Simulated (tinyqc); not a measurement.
Resistance of a source-drain extension with a graded tip: two steps of the calculation.

y runs along the channel, the gate covers y > 0. The doping is N0 for y < y0 and N0 10^(-(y - y0)/la) beyond, uniform over the depth xj. Sheet conductance s(y) = q mu(N) max(N - Nch, 0) xj + (for y > 0) ma Cox Vo, with mu(N) = u0 + (u1 - u0)/(1 + (N/Nr)^au) and Cox = eps0 eox/tox. Current is taken as one-dimensional; depletion of the tip, spreading and the contact are left out. The metallurgical junction lies at yj, where N = Nch.

Inputs (values chosen for the exercise); mobility law close to that of electrons in silicon:
- eox = 3.9 (relative permittivity of the gate insulator (close to silicon dioxide))
- tox = 1.6 nm (insulator thickness)
- N0 = 1.1e20 cm^-3 (active doping of the extension far from the gate)
- la = 3.8 nm/decade (lateral abruptness)
- y0 = 2.3 nm (position under the gate where the fall begins (gate edge at 0))
- xj = 10 nm (depth of the extension)
- Nch = 5.5e17 cm^-3 (channel doping)
- Vo = 0.62 V (gate overdrive)
- ma = 220 cm^2/(V s) (mobility of the gate-induced layer)
- u1 = 1414 cm^2/(V s) (mobility at low doping)
- u0 = 68.5 cm^2/(V s) (mobility at high doping)
- Nr = 9.2e16 cm^-3 (reference doping)
- au = 0.711 (exponent)
- Lg = 90 nm (gate length)

Constants: q = 1.602176634e-19 C, eps0 = 8.8541878128e-14 F/cm where lengths are in cm. Results are converted to the units shown.

Problem 1. Sheet resistances and junction position. yj = y0 + la log10(N0/Nch); sheet resistance of the full extension 1/[q mu(N0)(N0 - Nch) xj] and of the gate-induced layer 1/(ma Cox Vo); metallurgical length Lg - 2 yj; ye is where the doped and the gate-induced conductances are equal.

Give: yj; sheet resistance of the extension; sheet resistance of the induced layer; metallurgical length; ye; N at ye.

Solution 1.

yj = 11.04 nm
sheet resistance of the extension = 739.0 ohm/square
sheet resistance of the induced layer = 3397 ohm/square
metallurgical length = 67.91 nm
ye = 5.170 nm
N at ye = 1.932e19 cm^-3

The gate takes over 5.87 nm before the junction, where N is still 35.1 times the channel doping.

Problem 2. Resistance of the overlapped part. Midpoint rule on 11 equal steps from 0 to yj: R_ov = sum h/s(y), per width.

Wanted: y; N; doped conductance; sheet resistance; R_ov.

Solution 2.

```
point  y (nm)  N (cm^-3)  doped conductance (uS)  sheet resistance (ohm/square)
0      0.5020   1.100e20                    1353                          607.0
1       1.506   1.100e20                    1353                          607.0
2       2.510   9.686e19                    1203                          667.7
3       3.514   5.271e19                   694.2                           1012
4       4.518   2.869e19                   409.4                           1421
5       5.522   1.561e19                   247.6                           1845
6       6.526   8.498e18                   153.2                           2234
7       7.530   4.625e18                   95.78                           2563
8       8.534   2.517e18                   58.41                           2835
9       9.538   1.370e18                   31.59                           3068
10      10.54   7.455e17                   9.914                           3286
```

R_ov = 20.23 ohm um

Numbers from tinyqc (`OMP_NUM_THREADS=1 python tinyqc.py 2282037 2282038 out.jsonl`; about 0.05 s on one thread of a shared Intel Xeon 2.30GHz).
